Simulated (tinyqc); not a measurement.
Van der Pauw, Hall and four-point-probe measurements on a doped layer: one step of the calculation.

A uniform p-type layer with sheet resistance Rs = 1/(q ns mu), point contacts, low field (mu B small).

Task. Sheet density, mobility and bulk values. Rs = 1/z; Hall sheet density B I/(q |VH|); Hall mobility |VH|/(Rs B I); true values ns = rH times the Hall density, mu = Hall mobility/rH; bulk density ns/t, resistivity Rs t; correction factor F = Rs/[(pi/ln 2)(RA + RB)/2].

Values chosen for this exercise: Hall factor rH = 1; magnetic field B = 2 T; current I = 100 uA; thickness of the layer t = 71 nm.

Constants: q = 1.602176634e-19 C. Results are converted to the units shown.

converged z = 0.33485492 mS
VH = 5.6740992 mV
RA = 36.518604 ohm
RB = 3116.4237 ohm

Give: Rs; Hall sheet density; Hall mobility; ns; mu; bulk density; resistivity; F.

Result.

Rs = 2986 ohm/square
Hall sheet density = 2.200e13 cm^-2
Hall mobility = 95.00 cm^2/(V s)
ns = 2.200e13 cm^-2
mu = 95.00 cm^2/(V s)
bulk density = 3.099e18 cm^-3
resistivity = 0.02120 ohm cm
F = 0.4180

tinyqc, about 0.01 s, one thread, Intel Xeon 2.30GHz (shared host): `OMP_NUM_THREADS=1 python tinyqc.py 2850117 2850118 out.jsonl`
